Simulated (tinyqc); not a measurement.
Self-heating of a transistor with one or more fingers, with temperature-dependent conductivity. From one set of inputs to another, one input at a time. Computed by tinyqc, a small Python program. Command: `OMP_NUM_THREADS=1 python tinyqc.py 3002125 3002126 out.jsonl selfheat ladder`. One thread of a shared host (Intel(R) Xeon(R) Processor @ 2.30GHz), about 0.3 s of CPU time with the checks.

N long parallel fingers lie on the top face of a slab whose bottom is held at T_0; the top is otherwise insulated, and heat flows in two dimensions. P in W/mm is 1000 P in W/m.

The inputs printed are set A. Set A is modelled on diamond; the values taken over come from a set modelled on indium phosphide. Inputs not listed in the table keep their values of set A, so the rows need not describe a real material.

Inputs (values chosen for the exercise, modelled on diamond):

| quantity | value | unit |
|---|---|---|
| conductivity at the base temperature kappa_0 | 1680 | W/(m K) |
| exponent m in kappa ~ T^-m | 1.11 | - |
| base temperature T_0 | 323 | K |
| power per gate width P | 8.4 | W/mm |
| fingers N | 8 | - |
| finger pitch s | 28 | micrometre |
| width of the heat source w | 0.39 | micrometre |
| substrate thickness t | 260 | micrometre |
| phonon free path Lambda | 500 | nm |
| heat capacity C | 1.77 | 1e6 J/(m^3 K) |
| pulse length | 53 | microsecond |

Power: power rises with temperature.

Method:
- A line source of power P on the top face raises the top at distance x by (P/(pi kappa_0)) g(x), g(x) = -ln tanh(pi x/(4 t)) (the image sum for the slab). On a strip of width w the centre sees the mean of g over the strip, g_0 = 1 + ln(8 t/(pi w)) for w much below t.
- theta_i = (P/(pi kappa_0)) [g_0 + sum over j != i of g(|i - j| s)], with equal powers and constant conductivity; thermal resistance = largest theta/P.
- Kirchhoff transformation for kappa = kappa_0 (T/T_0)^-m: T = T_0 [1 - (m - 1) theta/T_0]^(-1/(m - 1)), where theta is the linear rise.
- The bracket vanishes at the power P T_0/((m - 1) theta).
- Near a source smaller than the free path, Fourier's law overstates the flow. Rough estimate: a strip that emits phonons into a half space adds a resistance times area of 4 Lambda/(3 kappa_0), from the ballistic flux C v Delta T/4 with kappa_0 = C v Lambda/3, so Delta T_b = 4 Lambda P/(3 kappa_0 w); Knudsen number Lambda/w.
- After switching on, theta(tau) = (P D/kappa_0) int_0^tau X(u) Z(u) du at the hottest finger, D = kappa_0/C; X = sum over fingers at distance x of [erf((x + w/2)/r) - erf((x - w/2)/r)]/(2 w), Z = sum_(j=-200..200) (-1)^j exp(-(2 j t/r)^2)/sqrt(pi D u), r = 2 sqrt(D u); trapezoid rule on 300 points evenly spaced in ln u from u_0 = 1e-3 min(tau, w^2/D) to tau, plus the exact piece 2 sqrt(u_0/(pi D))/w below u_0. Conductivity and power are held at their base values here, and Fourier's law is used even where the diffusion length is near a phonon free path.

Each row keeps all changes above it:

| input moved | from | to | true rise (K) | ballistic rise Delta T_b (K) | linear rise after the pulse (K) |
|---|---|---|---|---|---|
| set A | - | - | 35.177 | 8.5470 | 31.81200 |
| pulse length (microsecond) | 53 | 1.5 | 35.177 | 8.5470 | 14.13100 |
| width of the heat source w (micrometre) | 0.39 | 0.37 | 35.271 | 9.0090 | 14.21500 |
| power per gate width P (W/mm) | 8.4 | 0.49 | 1.948 | 0.5255 | 0.82922 |
| phonon free path Lambda (nm) | 500 | 75 | 1.948 | 0.0788 | 0.82922 |
| substrate thickness t (micrometre) | 260 | 68 | 1.054 | 0.0788 | 0.82547 |
| finger pitch s (micrometre) | 28 | 11 | 1.568 | 0.0788 | 1.26170 |
| heat capacity C (1e6 J/(m^3 K)) | 1.77 | 1.52 | 1.568 | 0.0788 | 1.30760 |

True rise goes from 35.2 to 1.57, a factor 0.0446 in all. The largest single move comes from power per gate width P (a factor 0.0552), and finger pitch s works against it (a factor 1.49). Ballistic rise Delta T_b goes from 8.55 to 0.0788, a factor 0.00922 in all. The largest single move comes from power per gate width P (a factor 0.0583). Linear rise after the pulse goes from 31.8 to 1.31, a factor 0.0411 in all. The largest single move comes from power per gate width P (a factor 0.0583), and finger pitch s works against it (a factor 1.53). The single moves hold for this order of the switches; the total does not depend on the order.

Caution (rows set A, pulse length, width of the heat source w, power per gate width P): the source is narrower than two phonon free paths, so the Fourier result understates the rise at the source.

Extremes, crossings and ranges named in words are read from the listed rows.
